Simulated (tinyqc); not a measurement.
MOSFET in saturation, small-signal circuit and noise: one step of the calculation.

Bias by the inversion coefficient IC = I/Ispec (charge-based model with velocity saturation; weak inversion below 0.1, strong above 10). Common-source circuit: gm, gds, Cgs, Cgd and Cj at the inner nodes, Rg in series with the gate; quasi-static, no source or drain resistance, no gate-body capacitance, no substrate network, no induced gate noise, so fmax is an upper estimate.

Task. Noise at the gate. Channel noise Sid = 4 kB T gam n gm with gam = (1/2 + (2/3) qs)/(1 + qs) + gw lc IC, qs = [sqrt(1 + 4 IC) - 1]/2, lc = Ls/L (the last term an empirical rise with velocity saturation); at the gate, white noise Sw = Sid/gm^2 + 4 kB T Rg. Number fluctuation with correlated mobility: S(f) = K/f, K = q^2 Vt lt Nt/(W L Cox^2) (1 + ac mu Cox I/gm)^2, Vt in eV with Nt per eV. Corner fc = K/Sw. Full shot noise would be 2 q I.

Values chosen for this exercise: temperature T = 350 K; gate length L = 350 nm; total gate width W = 10 um; gate capacitance Cox = 1.56 uF/cm^2; mobility mu = 130 cm^2/(V s); slope factor n = 1.31; velocity-saturation length Ls = 10 nm; inversion coefficient IC = 0.098; short-channel excess of the noise factor gw = 0.13; oxide trap density Nt = 2.3e17 cm^-3 eV^-1; tunnelling length into the oxide lt = 0.1 nm; Coulomb scattering coefficient ac = 1000 V s/C.

Constants: q = 1.602176634e-19 C, kB = 1.380649e-23 J/K, Vt = kB T/q. Results are converted to the units shown.

I = 1.3533469 uA
gm = 0.031392280 mS
Rg = 30.190476 ohm

Find: gam; Sid; Sid/(2 q I); sqrt(Sw); K; fc.

Result.

gam = 0.5141
Sid = 4.087e-25 A^2/Hz
Sid/(2 q I) = 0.9424
sqrt(Sw) = 20.38 nV/Hz^0.5
K = 2.127e-11 V^2
fc = 0.05123 MHz

The gate resistance gives 0.14 % of the white noise power.

tinyqc, about 0.01 s, one thread, Intel Xeon 2.30GHz (shared host): `OMP_NUM_THREADS=1 python tinyqc.py 2150109 2150110 out.jsonl`
